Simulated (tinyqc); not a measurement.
Changing the particle radius h: wafer bonding and layer transfer: bond energy, gap closing, particles, bonding of dissimilar wafers and hydrogen blisters. Computed by tinyqc, a small Python program. Command: `OMP_NUM_THREADS=1 python tinyqc.py 3012118 3012119 out.jsonl bond sweep`. One thread of a shared host (Intel(R) Xeon(R) Processor @ 2.30GHz), about 0.01 s of CPU time with the checks.

gamma is the energy per area of each of the two surfaces; plates are isotropic.

Inputs (values chosen for the exercise, with wafer 1 close to silicon):
```
quantity,value,unit
Young's modulus E1,153,GPa
Young's modulus E2,378,GPa
Poisson ratio nu,0.29,-
thickness t1,525,micrometre
thickness t2,1000,micrometre
blade thickness t_b,50,micrometre
crack length L,15.1,mm
```

Pair: two different wafers.

Method. Two cantilevers opened by t_b: gamma = 3 t_b^2 E1 t1^3 E2 t2^3/(16 L^4 (E1 t1^3 + E2 t2^3)). E' = E1/(1 - nu^2), equal wafers assumed. Void radius in the plate regime: R_v = [(2/3) E' t1^3/gamma]^(1/4) h^(1/2). Below h_crit = 5 sqrt(t1 gamma/E') the wafers deform locally and R_v is of the order of h (taken as h).

One run for each value:
```
particle radius h (micrometre),void radius (micrometre),critical particle radius (micrometre)
0.01,1.0000e-02,0.12172
0.024,2.4000e-02,0.12172
0.056,5.6000e-02,0.12172
0.13,1.0962e+03,0.12172
0.32,1.7199e+03,0.12172
0.75,2.6331e+03,0.12172
1.8,4.0792e+03,0.12172
4.2,6.2311e+03,0.12172
10,9.6147e+03,0.12172
```

At the high end the exponent of void radius is 0.50, close to 0.50: plate bending. The void radius jumps by orders of magnitude at the critical particle size, where bending of the whole wafer takes over.
